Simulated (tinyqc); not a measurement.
Changing the carrier density n: mobility of a non-polar semiconductor in the relaxation-time approximation. Computed by tinyqc, a small Python program. Command: `OMP_NUM_THREADS=1 python tinyqc.py 3029218 3029219 out.jsonl rta sweep`. One thread of a shared host (Intel(R) Xeon(R) Processor @ 2.30GHz), about 0.03 s of CPU time with the checks.

Each valley is treated as a sphere of mass m_d for states and rates, with one isotropic relaxation time; the conductivity mass m_c sets the current.

Inputs (values chosen for the exercise, for a model non-polar semiconductor):
```
quantity,value,unit
longitudinal mass m_l,0.49,m_0
transverse mass m_t,0.49,m_0
equivalent valleys Z,1,-
static permittivity eps_s,15.1,-
density rho,2850,kg/m^3
sound velocity v_l,4520,m/s
acoustic deformation potential D_A,7.1,eV
phonon energy hbar w,85.2,meV
optical or intervalley deformation potential D_o,2.6,1e8 eV/cm
final valleys Z_f,1,-
compensation ratio C,0.065,-
temperature T,77,K
```

Band: parabolic. Impurity formula: Conwell-Weisskopf. Further scattering: none.

Constants: k_B = 8.617333262e-05 eV/K; m_0 = 9.1093837015e-31 kg; e = 1.602176634e-19 C; hbar = 1.054571817e-34 J s; eps_0 = 8.8541878128e-12 F/m; k_B = 1.380649e-23 J/K; hbar = 6.582119569e-16 eV s.

Method:
- m_d = (m_l m_t^2)^(1/3); 1/m_c = (1/m_l + 2/m_t)/3; Hall mass factor A = 3 K_m (K_m + 2)/(2 K_m + 1)^2, K_m = m_l/m_t; N_I = n (1 + C)/(1 - C).
- Parabolic band: E = hbar^2 k^2/(2 m), speed v = hbar k/m, states per spin, volume and energy g(E) = m k/(2 pi^2 hbar^2). Here m = m_d. Masses are multiplied by m_0 and all formulas are in SI units.
- The reduced Fermi level eta = E_F/(k_B T) solves n = 2 Z int g f dE with f = 1/(1 + exp(x - eta)) (Z = 1 unless valleys are given); screening length L_s = sqrt(eps_s eps_0 k_B T/(e^2 dn/deta)), dn/deta = 2 Z int g f (1 - f) dE.
- Integrals over x = E/(k_B T) use 160 Gauss-Legendre points in u = sqrt(x) from 0 to sqrt(max(eta, 0) + 32).
- Phonon occupation N_q = 1/(exp(hbar w/(k_B T)) - 1).
- Acoustic deformation potential (elastic, equipartition, absorption and emission together): 1/tau = 2 pi k_B T D_A^2 g(E)/(hbar rho v_l^2).
- Optical or intervalley deformation potential: 1/tau = (pi Z_f D_o^2/(rho w)) [N_q g(E + hbar w) + (N_q + 1) g(E - hbar w)], with g = 0 below the band edge.
- Each optical term is multiplied by (1 - f(E'))/(1 - f(E)), E' the final energy, for Pauli blocking.
- Singly charged impurities, momentum relaxation: 1/tau = N_I e^4 m (1 + 2 alpha E) Phi/(8 pi (eps_s eps_0)^2 hbar^3 k^3), with alpha = 0 for a parabolic band.
- Conwell-Weisskopf: Phi = ln(1 + y^2), y = 4 pi eps_s eps_0 E N_I^(-1/3)/e^2 (largest impact parameter N_I^(-1/3)/2).
- mu = (m_d/m_c) (2 Z e/(3 n k_B T)) int g v^2 tau f (1 - f) dE.
- Averages over x are split at the emission threshold x_0 = hbar w/(k_B T): 64 Gauss-Legendre points in sqrt(x) below it and 128 in sqrt(x - x_0) above it, up to x = max(eta, 0) + 32.
- Rates are added at each energy before the average. With <y> = int g v^2 y f (1 - f) dE: Hall factor r_H = A (3 n k_B T/(2 Z m_d)) <tau^2/(1 + 2 alpha E)>/<tau>^2 (alpha = 0 for a parabolic band); Hall mobility r_H mu; |S| = (k_B/e) (<x tau>/<tau> - eta); resistivity 1/(n e mu).
- Matthiessen's rule adds 1/mu of the separate processes.

One run for each value:
```
carrier density n (1/cm^3),drift mobility mu (cm^2/(V s)),resistivity (ohm cm),Seebeck coefficient |S| (microvolt/K),reduced Fermi level eta,Hall factor r_H,excess of Matthiessen's rule over the full mu (%)
1.00e+14,3170.5,1.9686e+01,977.80,-9.323,1.1416,1.4601e+00
4.60e+14,3057.2,4.4383e+00,849.84,-7.797,1.1049,4.0160e+00
2.20e+15,2774.6,1.0225e+00,723.03,-6.231,1.0550,9.5709e+00
1.00e+16,2250.7,2.7731e-01,606.38,-4.715,1.0147,1.6783e+01
4.60e+16,1519.7,8.9282e-02,493.12,-3.177,1.0047,1.8383e+01
2.20e+17,820.4,3.4582e-02,373.26,-1.557,1.0201,1.0529e+01
1.00e+18,394.5,1.5822e-02,249.09,0.199,1.0247,3.6154e+00
4.60e+18,184.4,7.3580e-03,136.07,2.792,1.0147,1.0030e+00
2.20e+19,95.6,2.9684e-03,61.57,8.710,1.0084,2.6225e-01
1.00e+20,60.9,1.0249e-03,25.59,24.128,1.0026,5.9357e-02
```

What does the table show, and why?

Over the rows, drift mobility mu (cm^2/(V s)) falls from 3170 to 60.9 (exponent d ln y / d ln x -0.024 between the first rows and -0.30 between the last); resistivity (ohm cm) falls from 19.7 to 0.00102 (exponent d ln y / d ln x -0.98 between the first rows and -0.70 between the last); Seebeck coefficient |S| (microvolt/K) falls from 978 to 25.6 (exponent d ln y / d ln x -0.092 between the first rows and -0.58 between the last). At the low end the exponent of resistivity is -0.98, close to -1: the mobility is nearly constant there, so the resistivity follows 1/n. The mobility has fallen to half its first value between 1.00e16 and 4.60e16 per cm^3. The Fermi level enters the band between 2.20e17 and 1.00e18 per cm^3. While the gas is classical |S| falls by k_B/e ln 10 = 198 microvolt/K per decade if the scattering stays the same; between the first two rows it falls by 193 per decade. The Hall factor peaks at 1.14.

Caution (all rows): n is taken as given; at low temperature (in diamond even at 300 K) real dopants can freeze out, which changes n and N_I. Caution (rows 4.60e18, 2.20e19, 1.00e20): above a few 1e18 per cm^3 the Born approximation, static screening and an unperturbed band are rough; measured mobilities are usually lower.

Extremes, crossings and ranges named in words are read from the listed rows.
